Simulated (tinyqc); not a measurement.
Inputs raised by 2 %, one at a time: Koster-Slater impurity in a tight-binding band, by Green functions and by supercells. Computed by tinyqc, a small Python program. Command: `OMP_NUM_THREADS=1 python tinyqc.py 3011537 3011538 out.jsonl kosterslater sens`. One thread of a shared host (Intel(R) Xeon(R) Processor @ 2.30GHz), about 0.03 s of CPU time with the checks.

One orbital per site, e(k) = -2 t sum cos(k_i) over 1 direction(s), band from -2 t to 2 t, lattice constant 1. One site has the extra energy U. Spin is left out.

Inputs (values chosen for the exercise, for a model band): hopping t = 0.48 eV; impurity potential U = -0.247 eV; supercell edge N = 4 sites; energy inside the band E = 0.745 eV; broadening eta = 0.072 eV; impurity concentration c = 0.002 per site.

Lattice: chain.

Constants: hbar = 6.582119569e-16 eV s.

Method:
- Outside the band G0(E) = sign(E)/sqrt(E^2 - 4 t^2).
- A bound state solves 1/U = G0(E).
- Bisection in ln(distance from the edge) between 1e-5 t and |U| + t. Weight on the impurity site: -1/(U^2 dG0/dE), by a central difference with step min(1e-4 t, distance/30). Decay length along an axis: 1/arccosh(1 + distance/(2 t)).
- Inside the band G0(z), z = E + i eta, comes from the chain form 1/(sqrt(y - 2t) sqrt(y + 2t)) (principal roots) at y = z.
- T = U/(1 - U G0); phase shift delta = -arg(1 - U G0) in (-pi, pi]; host density of states -Im G0/pi; on the impurity -Im[G0/(1 - U G0)]/pi; lifetime of a band state hbar/(-2 c Im T).
- In a periodic cell of N sites along each direction with Bloch vector K, the level solves 1/U = N^-d sum_k 1/(E - e(k)), k_i = (2 pi m_i + K_i)/N, m_i = 0..N-1; the outermost root on the side of U is taken (bisection). d is the number of directions. Gamma means K_i = 0, the zone corner K_i = pi, the quarter point K_i = pi/2.
- The error is measured against the isolated level E_b.

Runs; columns: (1) input moved; (2) from; (3) to; (4) distance from the band edge (eV); (5) decay length (sites); (6) width between Gamma and the corner (eV); (7) scattering lifetime (fs):
```
(1)                                     (2)       (3)       (4)     (5)      (6)     (7)
base run                                  -         -  0.031266  3.9287  0.21923  2150.0
hopping t (eV)                         0.48    0.4896  0.030672  4.0057  0.22484  2195.4
impurity potential U (eV)            -0.247  -0.25194  0.032509  3.8533  0.21801  2080.5
impurity concentration c (per site)   0.002   0.00204  0.031266  3.9287  0.21923  2107.9
energy inside the band E (eV)         0.745    0.7599  0.031266  3.9287  0.21923  2129.8
broadening eta (eV)                   0.072   0.07344  0.031266  3.9287  0.21923  2155.7
```

Exponents ln(y'/y) / ln(x'/x):
```
input                     distance from the band edge  decay length  width between Gamma and the corner  scattering lifetime
hopping t                                      -0.969         0.979                               1.275                1.054
impurity potential U                            1.968        -0.979                              -0.281               -1.659
impurity concentration c                        0.000         0.000                               0.000               -1.000
energy inside the band E                        0.000         0.000                               0.000               -0.477
broadening eta                                  0.000         0.000                               0.000                0.134
```

Which inputs matter most for each result?

Among the inputs moved here: distance from the band edge answers most in size to impurity potential U (exponent +1.968), next to hopping t (-0.969); its exponent is below 0.0005 for impurity concentration c, energy inside the band E, broadening eta. Decay length answers most in size to hopping t (exponent +0.979), and about equally to impurity potential U (-0.979); its exponent is below 0.0005 for impurity concentration c, energy inside the band E, broadening eta. Width between Gamma and the corner answers most in size to hopping t (exponent +1.275), next to impurity potential U (-0.281); its exponent is below 0.0005 for impurity concentration c, energy inside the band E, broadening eta. Scattering lifetime answers most in size to impurity potential U (exponent -1.659), next to hopping t (+1.054). Its exponent -1.000 in impurity concentration c: independent scatterers.
